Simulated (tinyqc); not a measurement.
Ways to reach the isolated limit: finite-size error of a charged defect in a periodic cell: Madelung and Makov-Payne terms. Computed by tinyqc, a small Python program. Command: `OMP_NUM_THREADS=1 python tinyqc.py 3018652 3018653 out.jsonl imagecharge walk`. One thread of a shared host (Intel(R) Xeon(R) Processor @ 2.30GHz), about 0.02 s of CPU time with the checks.

L is the cube root of the cell volume. The defect charge is a Gaussian, rho(r) = q (2 pi sigma^2)^(-3/2) exp(-r^2/2 sigma^2), repeated periodically in a uniform neutralising background and screened by a continuum. The model cell energy is E(L) = E_0 + [periodic - isolated electrostatic energy].

Inputs (values chosen for the exercise, for a model uniaxial host): charge q = -2 e; cell length L = 14.3 angstrom; dielectric constant eps_xy = 8.9; dielectric constant eps_z = 16.4; axis ratio c/a = 0.726; width sigma of the defect charge = 1.9 angstrom; formation energy of the isolated defect E_0 = 1.882 eV.

Supercell lattice: hexagonal. Screening: uniaxial.

scatter added to the six cells, standing for numerical noise (meV): [-2.8, 14, -3.4, 14, -14, 9.9]

Constants: e^2/(4 pi eps_0) = 14.39964548 eV angstrom.

Method:
- Cell vectors: (1,0,0), (-1/2,sqrt(3)/2,0), (0,0,c/a), scaled to volume L^3.
- Ewald sum for a unit point charge: scale each Cartesian component of the cell by 1/sqrt(eps_i), giving R', G' and V'; E = [ (1/2) sum erfc(eta R')/R' + (2 pi/V') sum exp(-G'^2/4 eta^2)/G'^2 - eta/sqrt(pi) - pi/(2 V' eta^2) ] e^2/(4 pi eps_0) / sqrt(eps_x eps_y eps_z), over n_i = -6..6, omitting n = (0,0,0), eta = 2/V'^(1/3). alpha = -2 E eps_g L/(e^2/(4 pi eps_0)), eps_g = (eps_x eps_y eps_z)^(1/3).
- Periodic energy of the Gaussian: (2 pi q^2/V) sum_(G != 0) exp(-sigma^2 G^2)/(G.eps.G) x e^2/(4 pi eps_0), n_i = -k..k with k = max(9, L/sigma rounded up). Isolated energy: q^2/(2 sqrt(pi) sigma) <1/(n.eps.n)> e^2/(4 pi eps_0), the mean over directions n (64 Gauss-Legendre points in cos(theta)).
- Cells of the same shape with L scaled by 0.7, 0.85, 1, 1.25, 1.5 and 2; the scatter is added to E(L).
- The point-charge correction scales as 1/L from its value at the input L.
- Least-squares fits of E(L) to a + b/L, a + c/L^3 or a + b/L + c/L^3; the estimate is a, and errors are against E_0.

Scaling data:
```
L (angstrom)  1/L (1/angstrom)  E(L) (eV)  E(L) + point-charge correction (eV)
10.010               0.0999001    1.28617                              1.95991
12.155               0.0822707    1.38472                              1.93956
14.300               0.0699301    1.43301                              1.90463
17.875               0.0559441    1.53163                              1.90893
21.450               0.0466200    1.56093                              1.87534
28.600               0.0349650    1.65913                              1.89494
```

point-charge correction -q^2 E = 0.471616 eV

nearest image = 12.1185 angstrom

Estimates of E_0:
```
way                              estimate (eV)  error (meV)
largest cell, uncorrected               1.6591      -222.87
largest cell, point-charge term         1.8949        12.94
1/L fit, three smallest                 1.7837       -98.34
1/L fit, all six                        1.8384       -43.58
1/L^3 fit, all six                      1.6065      -275.53
1/L and 1/L^3, three smallest           1.5124      -369.61
1/L and 1/L^3, all six                  1.8798        -2.18
corrected data, 1/L^3 fit               1.8845         2.50
```

coefficient b of the full fit = -6.6307 eV angstrom

Best here: 1/L and 1/L^3, all six (-2.2 meV); worst: 1/L and 1/L^3, three smallest (-370 meV). The fitted b is 98.3 % of the Madelung value -q^2 alpha e^2/(8 pi eps_0 eps_g), so such a fit also measures the screening. A pure 1/L fit lands below E_0, because the positive 1/L^3 term flattens the small-cell points.

Extremes, crossings and ranges named in words are read from the listed rows.
